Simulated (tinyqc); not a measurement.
What moves the coefficients: Boltzmann transport in a parabolic band with a power-law relaxation time.

F_j(eta) = (1/Gamma(j + 1)) integral_0^infinity x^j dx/(1 + exp(x - eta)), which tends to exp(eta) for eta << 0.

n = N F_1/2(eta) with N = 2 (m kB T/(4 pi c))^(3/2) with c = hbar^2/2m0, in 1/angstrom^3; times 1e24 for 1/cm^3, m = md.

tau = tau0 x^r with x = E/kT. With K_j = Gamma(j + 1) F_j(eta): <tau> = tau0 (r + 3/2) K_(r+1/2)/((3/2) K_(1/2)); mu = <tau>/(mc m0/e), m0/e = 5.685630e-12 kg/C; Hall factor rH = (3/2) K_(1/2) (2r + 3/2) K_(2r+1/2)/((r + 3/2) K_(r+1/2))^2; Seebeck S = -(kB/e) [(r + 5/2) K_(r+3/2)/((r + 3/2) K_(r+1/2)) - eta]; Lorenz number L = (kB/e)^2 [(r + 7/2) K_(r+5/2)/((r + 3/2) K_(r+1/2)) - ((r + 5/2) K_(r+3/2)/((r + 3/2) K_(r+1/2)))^2]; kB/e in V/K. Valley anisotropy is left out of rH.

Constants: hbar^2/2m0 = 3.80998211 eV angstrom^2; kB = 8.617333262e-05 eV/K.

Values chosen for the exercise (masses near those of SiC; tau0 is set for a mobility of the usual size at this n, kL is a free input; freeze-out and phonon drag, which matter near 77 K, are left out; the results hold for these values, not for the real material):
- md = 0.81 m0 (density-of-states mass)
- mc = 0.3869 m0 (conductivity mass)
- tau0 = 14 fs (tau at E = kT)
- r = 0.5 (exponent of tau)
- T = 300 K
- kL = 3.7 W/(m K) (lattice thermal conductivity)
- n = 1.6e+18 1/cm^3 (electron density)

sigma = e n mu with e = 1.602176634e-19 C; ZT = S^2 sigma T/(kL + L sigma T).

Results for these values:
```
case  mu (cm^2/(V s))  sigma (S/cm)  S (microvolt/K)      ZT
base            96.61         24.77           -468.7  0.0439
```

What happens to each result for md = 1.053 m0, all else kept?

Answer: mu falls from 96.61 to 96.33; sigma falls from 24.77 to 24.69; S falls from -468.7 to -502.5; ZT rises from 0.0439 to 0.0503.

The same for each parameter in turn:
```
case                mu (cm^2/(V s))  sigma (S/cm)  S (microvolt/K)      ZT
base                          96.61         24.77           -468.7  0.0439
md = 1.053 m0                 96.33         24.69           -502.5  0.0503
mc = 0.503 m0                 74.31         19.05           -468.7  0.0338
n = 3.2e+18 1/cm^3            97.46         49.97           -409.1  0.0672
tau0 = 21 fs                  144.9         37.15           -468.7  0.0657
kL = 1.85 W/(m K)             96.61         24.77           -468.7  0.0874
T = 350 K                     96.44         24.72           -488.5  0.0555
```

The row for T keeps tau0 fixed; for phonon scattering tau0 itself falls as T rises.

tinyqc: `OMP_NUM_THREADS=1 python tinyqc.py 1650135 1650136 out.jsonl`; about 0.01 s, one thread, shared Intel(R) Xeon(R) Processor @ 2.30GHz.
